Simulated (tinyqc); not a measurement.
Composition of the layer: band edges of strained Si(1-x)Ge(x) on relaxed Si(1-y)Ge(y).

Values are linear in the Ge fraction but for ED(x) = linear - CD x (1 - x) and a(x) = linear - Ca x (1 - x). Energies are on the common scale of Ev.

Coherent growth on a (110) face: e_par = (a(y) - a(x))/a(x), e_perp = -(C11 + 3 C12 - 2 C44)/(C11 + C12 + 2 C44) e_par; exx = eyy = (e_par + e_perp)/2, ezz = e_par, exy = (e_perp - e_par)/2, eyz = ezx = 0.

A valley with unit axis u lies at Ev + gap + (av + a_valley) tr(e) + Xu (u.e.u - tr(e)/3); the Delta axes are x, y, z and the L axes [111], [1-1-1], [-11-1], [-1-11]. The second-order shift of the Delta valleys under shear is left out; it lowers the pair normal to the sheared plane by tens of meV at a shear of 1 %.

Valence edges: Ev plus the levels of the 6 x 6 matrix of X, Y, Z times spin with -Dso/3 + l exx + m (eyy + ezz) on the diagonal (cyclic), n exy off it, l = av + 2 b, m = av - b, n = sqrt(3) d. Spin-orbit term (Dso/3) L.sigma on X, Y, Z with (L_k)_ij = -i epsilon_kij: <X+|H|Y+> = -i Dso/3, <X+|H|Z-> = Dso/3, <Y+|H|Z-> = -i Dso/3, <Z+|H|X-> = -Dso/3, <Z+|H|Y-> = i Dso/3, <X-|H|Y-> = i Dso/3, and their conjugates; + and - are the spin along z.

Inputs chosen for the exercise (end members near Si and Ge, in this order; the results hold for these values, not for the real material):

| symbol | value | unit | meaning |
|---|---|---|---|
| a | (5.429, 5.662) | angstrom | lattice constant |
| Dso | (0.045, 0.29) | eV | spin-orbit splitting |
| av | (2.5, 1.26) | eV | valence hydrostatic potential |
| b | (-2.09, -2.53) | eV | tetragonal shear potential |
| d | (-4.82, -5.23) | eV | trigonal shear potential |
| C11 | (163.9, 126.7) | GPa |  |
| C12 | (64.4, 47.8) | GPa |  |
| C44 | (78.6, 67) | GPa |  |
| Ev | (0, 0.68) | eV | top of the unstrained valence band |
| ED | (1.157, 0.916) | eV | gap to the Delta valleys |
| EL | (2.04, 0.755) | eV | gap to the L valleys |
| aD | (1.62, 1.29) | eV | hydrostatic potential of the Delta gap |
| aL | (-3.39, -2.71) | eV | hydrostatic potential of the L gap |
| XuD | (9.23, 9.69) | eV | uniaxial potential, Delta |
| XuL | (16.21, 15.22) | eV | uniaxial potential, L |
| CD | 0.229 | eV | bowing of the Delta gap |
| Ca | 0 | angstrom | bowing of the lattice constant |
| face | 110 |  | growth face |
| y | 0.59 |  | Ge fraction of the relaxed buffer |

The buffer is kept. dEc = Ec(buffer) - Ec(layer), dEv = Ev(layer) - Ev(buffer); buffer edges Ev(y) and Ev(y) + min(ED, EL). The digit behind Delta or L counts whole valleys.

Results:

| x | e_par (%) | lowest valleys | gap (eV) | next valleys above (meV) | valence splitting (meV) | dEc (eV) | dEv (eV) |
|---|---|---|---|---|---|---|---|
| 0.04 | 2.36 | Delta4 | 0.968 | 165 | 258 | 0.108 | -0.117 |
| 0.18 | 1.75 | Delta4 | 0.962 | 123 | 185 | 0.099 | -0.102 |
| 0.31 | 1.19 | Delta4 | 0.961 | 83 | 119 | 0.080 | -0.081 |
| 0.45 | 0.59 | Delta4 | 0.961 | 41 | 54 | 0.046 | -0.048 |
| 0.73 | -0.58 | Delta2 | 0.872 | 41 | 43 | -0.018 | 0.105 |
| 0.86 | -1.12 | Delta2 | 0.800 | 53 | 75 | -0.046 | 0.206 |
| 1.00 | -1.69 | L2 | 0.632 | 101 | 104 | 0.011 | 0.317 |

The gap is 0.968 eV in the first row and 0.632 eV in the last. The lowest valleys change: Delta4 to Delta2 between x = 0.45 and 0.73, Delta2 to L2 between x = 0.86 and 1.00. Per 0.1 of x the valence offset moves by +45 meV on average; the conduction offset lies between -46 and +108 meV, not monotonically. Both carriers sit on one side for x = 1.00, and on opposite sides elsewhere. Offsets below about 30 meV are within the spread of parameter sets, so those rows do not settle the type. Strains above 2 % can be kept only in layers of a few nanometres.

Run: tinyqc, `OMP_NUM_THREADS=1 python tinyqc.py 1081341 1081342 out.jsonl`; Intel(R) Xeon(R) Processor @ 2.30GHz, one thread, shared host; about 0.02 s of CPU time with all checks.
